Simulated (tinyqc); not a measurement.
# Floating body of a partially depleted SOI transistor: body voltage and kink: what changes with what

Source at 0 V. Channel current Ic = 2 nf K Vt^2 [F(0) - F(Vd)](1 + la Vd), F(V) = ln^2(1 + exp((Vg - VT - nf V)/(2 nf Vt))), VT = VT0 - gb Vb. Saturation voltage Vs = 2 Vt sqrt(F(0)) + 3 Vt, excess Ve = (Vd - Vs + sqrt((Vd - Vs)^2 + 0.0004 V^2))/2, multiplication M1 = Ai Ve exp(-Bl/Ve). Each junction passes D(v) = J1 (exp(v/Vt) - 1) + J2 (exp(v/(2 Vt)) - 1). Bipolar current Ib = bb J1 (exp(Vb/Vt) - 1). The body settles where M1 (Ic + Ib) = D(Vb) + D(Vb - Vd) + Vb/Rb; drain current Id = (1 + M1)(Ic + Ib) - D(Vb - Vd).

Values chosen for this exercise; values of the order met in partially depleted silicon-on-insulator transistors: temperature T = 330 K; threshold at zero body voltage VT0 = 0.43 V; fall of the threshold per volt of body voltage gb = 0.19; slope factor nf = 1.24; gain factor per width K = 120 uA/(V^2 um); channel-length modulation factor la = 0.05 1/V; impact-ionisation prefactor Ai = 3.55 1/V; impact-ionisation voltage Bl = 8.5 V; diffusion saturation current of each junction J1 = 3.8e-12 uA/um; recombination saturation current of each junction J2 = 7.9e-9 uA/um; gain of the lateral bipolar transistor on the diffusion current bb = 0; resistance of a weak body tie to the source (1e9 stands for no tie, and the term is then dropped) Rb = 1e9 kohm um; gate voltage Vg = 0.49 V; drain voltage Vd = 2 V.

Constants: q = 1.602176634e-19 C, kB = 1.380649e-23 J/K, Vt = kB T/q. Results are converted to the units shown.

Each table varies one quantity; the others keep the values above.

## Output curve and kink

Rows with more than one solution for Vb (latch) are left out; dId/dVd by a forward difference over 1e-4 V, swing = 1e-4 V over the change of log10 Id; M1 under 1e-12 is printed as 0.

Output curve and kink:
```
Vd (V)	Vb (V)	M1	Id, floating (uA/um)	Id, grounded (uA/um)	ratio	dId/dVd, floating (uS/um)	dId/dVd, grounded (uS/um)
0.84	0.3444	4.312e-6	0.9387	0.3650	2.572	2.374	0.01759
1	0.4634	5.857e-5	1.240	0.3678	3.370	1.474	0.01814
1.16	0.5303	3.930e-4	1.439	0.3709	3.880	1.072	0.02019
1.32	0.5762	0.001630	1.593	0.3744	4.254	0.8690	0.02507
1.48	0.6105	0.004891	1.722	0.3791	4.542	0.7601	0.03394
1.64	0.6376	0.01173	1.839	0.3855	4.771	0.7167	0.04748
1.8	0.6595	0.02396	1.954	0.3945	4.953	0.7277	0.06590
```

Vb rises from 0.344 to 0.660 V and the ratio of the currents rises from 2.57 to 4.95. The output conductance with a floating body exceeds the grounded value by the largest factor among the rows, 135, at Vd = 0.84 V, where Vb = 0.344 V and M1 = 4.31e-6.

## Transfer curve and swing

Same model as above.

Transfer curve and swing:
```
Vg (V)	Vb (V)	M1	Id, floating (uA/um)	Id, grounded (uA/um)	ratio	swing, floating (mV/decade)	swing, grounded (mV/decade)
-0.02	0.1744	0.08021	2.102e-6	8.269e-7	2.541	59.17	82.05
0.08	0.3741	0.08000	1.030e-4	1.389e-5	7.412	62.26	81.53
0.18	0.5026	0.07888	0.003210	2.316e-4	13.86	71.67	82.37
0.28	0.5902	0.07442	0.06027	0.003622	16.64	89.22	85.91
0.38	0.6478	0.06410	0.5058	0.04559	11.09	137.3	98.76
0.48	0.6796	0.05092	1.904	0.3474	5.480	222.4	135.2
0.58	0.6964	0.03870	4.446	1.400	3.175	330.2	205.7
0.68	0.7050	0.02854	8.083	3.523	2.294	447.0	302.9
0.78	0.7088	0.02045	12.76	6.746	1.892	566.3	413.2
```

Read the table: what changes, and by how much?

Vb rises from 0.174 to 0.709 V. The smallest swing among the rows is 59.2 mV a decade with a floating body (at Vg = -0.02 V) and 81.5 with a grounded one; Vt ln 10 = 65.5. The floating swing is smaller by more than 3 % for Vg = -0.02, 0.08, 0.18 V, where the rising Vb lowers the threshold as Vg rises. In the first row the floating body raises the current by a factor of 2.54.

Range of the model: The multiplication law is an empirical form chosen for the exercise; self-heating and capacitive coupling to the body are left out, and the linear laws are rough once Vb passes about 0.7 V or M1 about 0.1.

Computed by the program tinyqc: `OMP_NUM_THREADS=1 python tinyqc.py 2182134 2182135 out.jsonl`, one thread of a shared Intel Xeon 2.30GHz, about 0.2 s for the whole run.
